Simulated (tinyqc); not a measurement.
## Capacitances against the relative permittivity between the lines

Endless row of lines of width wl, height tl and space sl between grounded planes at distance hd; e2 fills the gaps beside the lines, e1 the rest. Laplace's equation is solved on meshes of 3, 6 and 12 steps per unit u and extrapolated (Aitken), which is good to about 0.2 %. C_even (all lines at 1 V) is the capacitance Cg to the planes; C_odd (neighbours in antiphase) = Cg + 4 Cc if only nearest neighbours couple, which defines Cc; total with quiet neighbours Cg + 2 Cc. Plate values 2 eps0 e1 wl/hd and eps0 e2 tl/sl.

Values chosen for this exercise:
- e1 = 4.2 (relative permittivity above and below the lines)
- wl = 6 u (line width, in units u)
- tl = 12 u (line height)
- sl = 6 u (space between lines)
- hd = 4 u (distance to each plane)

Constants: eps0 = 8.8541878128e-12 F/m. Results are converted to the units shown.

The same in every row: plate Cg (aF/um) = 112.

Result of one run:
```
Cg (aF/um)  Cc (aF/um)  Cg + 2 Cc (aF/um)  C_odd (aF/um)  plate Cc (aF/um)  share of coupling, 2 Cc/(Cg + 2 Cc) (%)
201               87.7                376            552              88.5                                     46.6
```

Which relative permittivity between the lines e2 gave this result: 1, 2, 3 or 5?

e2 = 5.

The whole series:
```
e2   Cg (aF/um)  Cc (aF/um)  Cg + 2 Cc (aF/um)  C_odd (aF/um)  plate Cc (aF/um)  share of coupling, 2 Cc/(Cg + 2 Cc) (%)
1           181        20.2                221            262              17.7                                     18.3
1.5         185        28.4                242            299              26.6                                     23.4
2           189        36.6                262            335              35.4                                     28.0
2.5         192        45.0                282            372              44.3                                     32.0
3           194        53.5                301            408              53.1                                     35.5
3.9         197        68.8                335            473              69.1                                     41.1
5           201        87.7                376            552              88.5                                     46.6
7           205         122                450            695               124                                     54.4
```

As e2 goes from 1 to 7, Cg rises from 181 to 205 aF/um, Cc rises from 20.2 to 122 aF/um and the share of coupling rises from 18.3 to 54.4 %. Cg is 1.62 times its plate value in the first row and 1.84 times in the last; for Cc the ratios are 1.14 and 0.988. Neighbours in antiphase raise the load by a factor of 1.18 and 1.54 over quiet ones.

tinyqc, about 0.8 s, one thread, Intel Xeon 2.30GHz (shared host): `OMP_NUM_THREADS=1 python tinyqc.py 2790181 2790182 out.jsonl`
